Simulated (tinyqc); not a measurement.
Deep-level transient spectroscopy (DLTS) of one majority-carrier trap: one step, computed by the program tinyqc. Command: `OMP_NUM_THREADS=1 python tinyqc.py 3014129 3014130 out.jsonl dlts walk`. One thread of a shared host (Intel(R) Xeon(R) Processor @ 2.30GHz), about 0.05 s of CPU time with the checks.

A filling pulse loads the traps in a one-sided junction; under reverse bias they empty at the rate e, and the capacitance relaxes as C(t) = C_0 - dC exp(-e t). The signal is S = [C(t_2) - C(t_1)]/dC.

Problem. Signal size and trap density. W = sqrt(2 eps eps_0 (V_b + V_r)/(e N)), C_0 = eps eps_0 area/W. The pulse goes to zero bias, W_0 = W(V_r = 0). Traps within lambda = sqrt(2 eps eps_0 (E_t - E_F)/(e^2 N)) of the depletion edge stay filled, with E_F = k_B T_p ln(N_b/N) from the band, N_b = 2 M (2 pi m k_B T_p/h^2)^(3/2) (dopants taken as fully ionised). dC = C_0 (N_t/2N) f, f = [(W - lambda)^2 - max(W_0 - lambda, 0)^2]/W^2. The simple estimate is 2 N dC/C_0.

Inputs (values chosen for the exercise, for a model semiconductor): density-of-states mass m = 0.798 m_0; valleys M = 1; trap depth E_t = 0.232 eV; temperature T = 104 K; doping N = 4e+16 cm^-3; trap density N_t = 1.5e+15 cm^-3; dielectric constant eps = 10.8; built-in voltage V_b = 0.51 V; reverse bias V_r = 6.6 V; diode area = 0.005 cm^2.

Carriers: holes. Extra term: none.

peak temperature T_p = 161.4430 K

Constants: eps_0 = 8.8541878128e-12 F/m; e = 1.602176634e-19 C; k_B = 8.617333262e-05 eV/K; m_0 = 9.1093837015e-31 kg; k_B = 1.380649e-23 J/K; h = 6.62607015e-34 J s.

Give: depletion width W; C_0; lambda; f; transient amplitude dC; simple estimate of N_t.

Solution.

depletion width W = 0.4606 micrometre

C_0 = 103.8 pF

lambda = 0.06910 micrometre

f = 0.7086

transient amplitude dC = 1379 fF

simple estimate of N_t = 1.063e+15 cm^-3

The simple estimate finds 71 % of the traps.
